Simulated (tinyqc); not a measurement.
Inside a calculation. Method: Hubbard chain of 2 sites. Computed by tinyqc, a small Python program that keeps every step. Settings: hopping = 0.91, U = 4.4, mixing = 0.5, iteration cap = 86. Command: `OMP_NUM_THREADS=1 python tinyqc.py 31759 31760 out.jsonl` (the two numbers bound the seeds that draw the settings). One thread of a shared host (Intel(R) Xeon(R) Processor @ 2.60GHz), about 0.1 s of CPU time with the checks.

one-body matrix (hopping and site energies) (eV):
```
           1          2
1   0.000000  -0.910000
2  -0.910000   0.000000
```

U = 4.400000 eV

electrons, up and down: 1  1

n(up) at the start (a guess, not normalised): 1 0.500000, 2 0.500000

n(down) at the start (a guess): 1 0.500000, 2 0.500000

Each step fills the lowest levels of T + U n(other spin) and sets n(new) = n + mixing (n(out) - n); stop when output and input agree to 1e-8.

Course of the cycle:
```
iteration      E (eV)  largest |n(out) - n(in)|  mean |n_up - n_down|
1          0.38000000                  1.11e-16              0.000000
```

Can the last value be used, and what does the course show?

No, though the log alone does not show it. Converged in 1 iterations. But random starts reach -0.37641 eV, so this is another stationary point, not the lowest one. Reruns (cap 100 unless said): mixing 0.2: converged in 1 to a higher stationary point (E = 0.38000); mixing 0.9: converged in 1 to a higher stationary point (E = 0.38000). Before convergence this energy mixes input and output and is not variational, so it may rise towards its limit.
